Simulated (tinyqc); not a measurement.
# Worked calculation: FinFET, parasitic resistance, capacitance and delay

Computed by the program tinyqc: `OMP_NUM_THREADS=1 python tinyqc.py 2170138 2170139 out.jsonl`, one thread of a shared Intel Xeon 2.30GHz, about 0.04 s for the whole run. Printed values are rounded.

Nf fins under one contact; each has gated perimeter p = 2 Hf + Wf and cross-section A = Hf Wf; contact width Wc = Nf pf, stack height Hs = Hf. Contact length Lc = CPP - Lg - 2 Lsp, shared by two neighbouring gates. Source and drain sides are equal. The formulas are first-order estimates, not field solutions.

Parameters, values chosen for the exercise; values close to those of silicon logic devices:
- T = 300 K (temperature)
- Nf = 2 (number of fins)
- Hf = 55 nm (fin height)
- Wf = 6 nm (fin width)
- pf = 30 nm (fin pitch)
- CPP = 48 nm (contacted gate pitch)
- Lg = 14 nm (gate length)
- Lsp = 6 nm (spacer length)
- ks = 5.5 (relative permittivity of the spacer)
- Hc = 25 nm (gate height above the channel stack)
- rc = 4.1e-9 ohm cm^2 (contact resistivity)
- re = 0.00031 ohm cm (resistivity of the source-drain epitaxy)
- te = 30 nm (current-carrying depth of the epitaxy)
- rx = 0.00099 ohm cm (resistivity of the extension)
- Lov = 2 nm (gate overlap)
- Cinv = 2.7 uF/cm^2 (inversion capacitance)
- vx = 9.7e6 cm/s (injection velocity)
- mu = 180 cm^2/(V s) (apparent mobility)
- VT = 0.21 V (threshold at zero drain voltage)
- dl = 0.058 V/V (barrier lowering)
- n = 1.11 (subthreshold factor)
- Cw = 0.16 fF (wire load)
- Vdd = 0.8 V (supply voltage)

Constants: q = 1.602176634e-19 C, kB = 1.380649e-23 J/K, eps0 = 8.8541878128e-12 F/m, Vt = kB T/q. Results are converted to the units shown.

## Geometry and resistances

Epitaxy sheet resistance Rsh = re/te, transfer length LT = sqrt(rc/Rsh), contact Rc = [sqrt(rc Rsh)/Wc] coth(Lc/(2 LT)); extension of one fin Rx = rx Lsp/A. Effective width N p; for equal currents one side has Rc + Rx/N.

Lc = 22 nm
effective width = 232 nm
Rsh = 103.3333 ohm
LT = 62.99001 nm
Rc = 627.5141 ohm
Rx = 180 ohm
one side times effective width = 166.4633 ohm um

Lc/2 is 0.17 transfer lengths, and Rc is 1.0 % above the area limit rc/(Wc Lc/2). The contact makes up 87.5 % of one side.

## Capacitances

With N fins: gate Cg = Cinv p N Lg; per side, plate Cp = ks eps0 [Wc (Hs + Hc) - N A]/Lsp, top fringe Cf = (2/pi) ks eps0 Wc ln(1 + Lg/(2 Lsp)), overlap Co = Cinv p N Lov. Cs = Cp + Cf + Co. An inverter of two such devices driving an equal one has the load CL = 2 (Cg + 2 Cs) + 4 Cs + Cw (its own drains counted twice for the Miller effect).

Cg = 87.69600 aF
Cp = 33.60164 aF
Cf = 1.438232 aF
Co = 12.52800 aF
CL = 715.9350 aF

The channel capacitance gives 24.5 % of CL, the parasitic parts 53.2 % and the wire 22.3 %.

## Iteration 1: fin currents at Vgs = Vdd, Vds = Vdd/2

I at the start (uA): fin 1 0, fin 2 0

One fin: I = p Q vx u/(1 + |u|^1.8)^(1/1.8), Q = Cinv n Vt ln(1 + exp((Vg' - VT + dl Vd')/(n Vt))), u = Vd' mu/(vx Lg), Vg' = Vgs - v, Vd' = Vds - 2 v, with the drop on each side v = Rc (sum of I) + Rx I. I(new) = I + 0.5 (I(out) - I).

drop v (mV): fin 1 0, fin 2 0
I(out) (uA): fin 1 181.3433, fin 2 181.3433
I after iteration 1 (uA): fin 1 90.67166, fin 2 90.67166

## Iteration 2: fin currents at Vgs = Vdd, Vds = Vdd/2

As before.

drop v (mV): fin 1 130.1164, fin 2 130.1164
I(out) (uA): fin 1 121.3653, fin 2 121.3653
I after iteration 2 (uA): fin 1 106.0185, fin 2 106.0185

## Course of the iteration: fin currents at Vgs = Vdd, Vds = Vdd/2

Stop when the largest change of I is below 1e-6 uA, or after 80 iterations.

Course of the iteration:

| iteration | total I (uA) | largest \|change\| of one entry (uA) |
|---|---|---|
| 1 | 181.3433 | 90.7 |
| 2 | 212.0370 | 15.3 |
| 3 | 207.9614 | 2.04 |
| 4 | 209.0260 | 0.532 |
| 5 | 208.7676 | 0.129 |
| 6 | 208.8316 | 0.0320 |
| 7 | 208.8158 | 7.88e-3 |
| 8 | 208.8197 | 1.94e-3 |
| 9 | 208.8188 | 4.79e-4 |
| 10 | 208.8190 | 1.18e-4 |
| 11 | 208.8189 | 2.91e-5 |
| 12 | 208.8189 | 7.18e-6 |
| 13 | 208.8189 | 1.77e-6 |
| 14 | 208.8189 | 4.36e-7 |

Converged in 14 iterations. At the end each change is about 0.25 times the one before: linear convergence.

## Effective current, delay and energy

IH = I(Vdd, Vdd/2) = 208.8189 uA
IL = I(Vdd/2, Vdd), solved likewise = 95.95577 uA

Ieff = (IH + IL)/2, delay CL Vdd/(2 Ieff), energy CL Vdd^2, with CL the load of an inverter that drives an equal one.

Ieff = 152.3874 uA
delay = 1.879250 ps
energy = 458.1984 aJ

Without any series resistance Ieff would be 253 uA, so the resistances cost 39.7 %.
